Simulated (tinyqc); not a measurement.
What each parameter does: Bethe-Salpeter matrix of a two-band square lattice (Tamm-Dancoff form).

One valence and one conduction band, lattice period 1, mesh k = 2 pi j/N along each axis (first index slowest). Pair energies D(k) = Eg + 2 t sum(1 - cos k), t = tc + tv. Screened attraction W(R) = U at R = 0 and V/|R| otherwise, R over the N x N cells with the nearest image; W(q) = sum_R W(R) cos(q R). H(k, k') = D(k) delta - W(k - k')/Nk + 2 J/Nk for singlets (J = 0 for triplets), Nk the number of k points. With a constant transition dipole the strength of a state is f = (sum_k A_k)^2/Nk, and the f sum to 1.

Values chosen for the exercise: Eg = 5.9 eV (quasiparticle gap); tc = 0.11 eV (conduction hopping); tv = 0.17 eV (valence hopping); U = 1.95 eV (attraction in the same cell); V = 0.8 eV (attraction at one cell distance); J = 0.48 eV (exchange in the same cell).

N = 24: lowest singlet, its binding and f, and the singlet-triplet splitting.

Results for these values:

| case | singlet (eV) | binding (eV) | f | splitting (eV) |
|---|---|---|---|---|
| base | 5.3291 | 0.5709 | 0.277 | 0.5292 |

What happens to each result for V = 0.9 eV, all else kept?

Answer: singlet falls from 5.3291 to 5.2670; binding rises from 0.5709 to 0.6330; f falls from 0.277 to 0.246; splitting falls from 0.5292 to 0.4888.

The same for each parameter in turn:

| case | singlet (eV) | binding (eV) | f | splitting (eV) |
|---|---|---|---|---|
| base | 5.3291 | 0.5709 | 0.277 | 0.5292 |
| Eg = 6.1 eV | 5.5291 | 0.5709 | 0.277 | 0.5292 |
| tc = 0.14 eV | 5.3485 | 0.5515 | 0.254 | 0.4879 |
| tv = 0.1 eV | 5.2761 | 0.6239 | 0.348 | 0.6391 |
| U = 2.34 eV | 5.1776 | 0.7224 | 0.509 | 0.7020 |
| V = 0.9 eV | 5.2670 | 0.6330 | 0.246 | 0.4888 |
| J = 0.72 eV | 5.4179 | 0.4821 | 0.117 | 0.6180 |

At zero total momentum only the sum tc + tv enters.

(tinyqc, `OMP_NUM_THREADS=1 python tinyqc.py 1280211 1280212 out.jsonl`, Intel(R) Xeon(R) Processor @ 2.30GHz, 1 thread, shared host, about 0.7 s.)
